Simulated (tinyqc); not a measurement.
Single-oscillator infrared dielectric function of a polar cubic crystal: one step, computed by the program tinyqc. Command: `OMP_NUM_THREADS=1 python tinyqc.py 3019598 3019599 out.jsonl infrared walk`. One thread of a shared host (Intel(R) Xeon(R) Processor @ 2.30GHz), about 0.01 s of CPU time with the checks.

One ion pair, charges +Z* and -Z*, in a cell of volume Omega = a^3/4. Frequencies omega are given as wavenumbers (1/cm); eps_s is the static dielectric constant.

Task: LO frequency and static constant from the Born charge. mu = M_A M_B/(M_A + M_B); ionic plasma term W^2 = 4 pi Z*^2 (e^2/(4 pi eps_0))/(Omega mu) in eV/(angstrom^2 u), turned into 1/cm by W = 15.6333042 x 33.35640952 x sqrt(W^2); omega_LO^2 = omega_TO^2 + W^2/eps_inf; eps_s = eps_inf + W^2/omega_TO^2; Szigeti charge 3 Z*/(eps_inf + 2); longitudinal (Callen) charge Z*/eps_inf.

Inputs (values chosen for the exercise, modelled on sodium chloride):
```
quantity            value      unit
lattice constant a   5.64  angstrom
mass M_A            22.99         u
mass M_B            35.45         u
omega_TO              166      1/cm
Born charge Z*       1.12         e
eps_inf               2.3         -
```

Structure: rock salt. Free carriers: absent.

Constants: nu for 1 eV/(angstrom^2 u) = 15.6333042 THz; 1 THz = 33.35640952 1/cm; e^2/(4 pi eps_0) = 14.39964548 eV angstrom.

Give: reduced mass mu; W; omega_LO; eps_s; Szigeti charge; Callen charge.

Result:

reduced mass mu = 13.946 u

W = 314.14 1/cm

omega_LO = 265.44 1/cm

eps_s = 5.8811

Szigeti charge = 0.78140 e

Callen charge = 0.48696 e

omega_LO/omega_TO = 1.599; the ions supply 61 % of eps_s, as in a strongly ionic or soft-mode crystal.
